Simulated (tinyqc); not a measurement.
Swing of the coupled dose with resist thickness: standing waves and exposure in a photoresist film.

Normal incidence from air. Unexposed resist: N1 = n1 + i k1 with k1 = (A + B) lam/(4 pi), lam in micrometres. r01 = (1 - N1)/(1 + N1), t01 = 2/(1 + N1). Substrate Ns = ns + i ks: r12 = (N1 - Ns)/(N1 + Ns). With p = exp(2 pi i N1 d/lam), the field at depth z is E(z) = t01 [exp(2 pi i N1 z/lam) + r12 p^2 exp(-2 pi i N1 z/lam)]/(1 + r01 r12 p^2), the relative intensity I(z) = n1 |E(z)|^2 and the reflectance R = |(r01 + r12 p^2)/(1 + r01 r12 p^2)|^2.

Parameters, chosen for this exercise (a resist on Al, indices near tabulated ones; shifted at random, so the results belong to these values and not to a real crystal): lam = 365 nm (vacuum wavelength); n1 = 1.693 (resist index); A = 0.36 1/micrometre (bleachable absorption (Dill A)); B = 0.09 1/micrometre (fixed absorption (Dill B)); d = 853 nm (resist thickness); ns = 0.404 (substrate n); ks = 4.356 (substrate k).

The mean of I is taken over 800 depths; the relative dose to clear is taken as 1/(mean of I over the lowest period, 60 depths), scaled to 1 in the first row.

Swing:

| d (nm) | R | mean I | relative dose |
|---|---|---|---|
| 853.0 | 0.5895 | 0.9263 | 1.000 |
| 871.0 | 0.5102 | 1.0835 | 0.844 |
| 888.9 | 0.3100 | 1.5005 | 0.612 |
| 906.9 | 0.1931 | 1.7284 | 0.541 |
| 924.9 | 0.3658 | 1.3376 | 0.710 |
| 942.8 | 0.5208 | 0.9936 | 0.953 |
| 960.8 | 0.5576 | 0.9004 | 1.036 |
| 978.8 | 0.4759 | 1.0481 | 0.880 |
| 996.7 | 0.2747 | 1.4281 | 0.649 |
| 1014.7 | 0.1611 | 1.6290 | 0.578 |
| 1032.7 | 0.3326 | 1.2778 | 0.747 |
| 1050.6 | 0.4898 | 0.9617 | 0.991 |
| 1068.6 | 0.5277 | 0.8757 | 1.074 |

How do the results move, and what explains it?

The period is 107.8 nm, six rows. The relative dose swings between 0.541 and 1.074, a ratio (max - min)/mean of 0.652, against the estimate 4 sqrt(|r01|^2 |r12|^2) exp(-(A + B) d) = 0.656 for the oscillating part alone; the ratio from the table also holds the slow rise from absorption, 7.4 % over two periods, so the two are not strictly comparable. The dose is least sensitive to thickness at an extremum; the lowest dose listed is at 906.9 nm.

Program tinyqc; command `OMP_NUM_THREADS=1 python tinyqc.py 1651044 1651045 out.jsonl`; about 0.01 s on one thread of a shared Intel(R) Xeon(R) Processor @ 2.30GHz.
